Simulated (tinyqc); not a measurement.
Schottky barrier with interface states (Cowley-Sze model), image lowering and contact resistance: one step, computed by the program tinyqc. Command: `OMP_NUM_THREADS=1 python tinyqc.py 3004463 3004464 out.jsonl pinning walk`. One thread of a shared host (Intel(R) Xeon(R) Processor @ 2.30GHz), about 0.01 s of CPU time with the checks.

An n-type semiconductor under a metal. The barrier lies between the Schottky-Mott limit phi_M - chi and the Bardeen limit E_g - E_n, E_n being the neutrality level of the interface states; the space-charge term of the full Cowley-Sze expression is left out.

Task: Thermionic current. A* = 4 pi e m_e M_c k_B^2/h^3 (a simple valley count); J_s = A* T^2 exp(-phi/k_B T). J_0 uses phi_B; the reverse current uses phi_B less the image lowering, times 1 - exp(-V_r/k_B T).

Inputs (values chosen for the exercise, with gap, mass and screening modelled on ZnSe):
```
quantity,value,unit
electron mass m_e,0.152,m_0
valleys M_c,1,-
temperature T,300,K
reverse bias V_r,3.9,V
```

Pinning factor from: Moench relation.

barrier phi_B = 0.9732012 eV

image lowering = 0.1000817 eV

Constants: e = 1.602176634e-19 C; m_0 = 9.1093837015e-31 kg; k_B = 1.380649e-23 J/K; h = 6.62607015e-34 J s; k_B = 8.617333262e-05 eV/K.

Give: Richardson constant A*; J_0; thermionic reverse current.

Result:

Richardson constant A* = 18.27 A cm^-2 K^-2

J_0 = 7.359e-11 A/cm^2

thermionic reverse current = 3.533e-09 A/cm^2

Image lowering raises the reverse current by a factor 48.0.
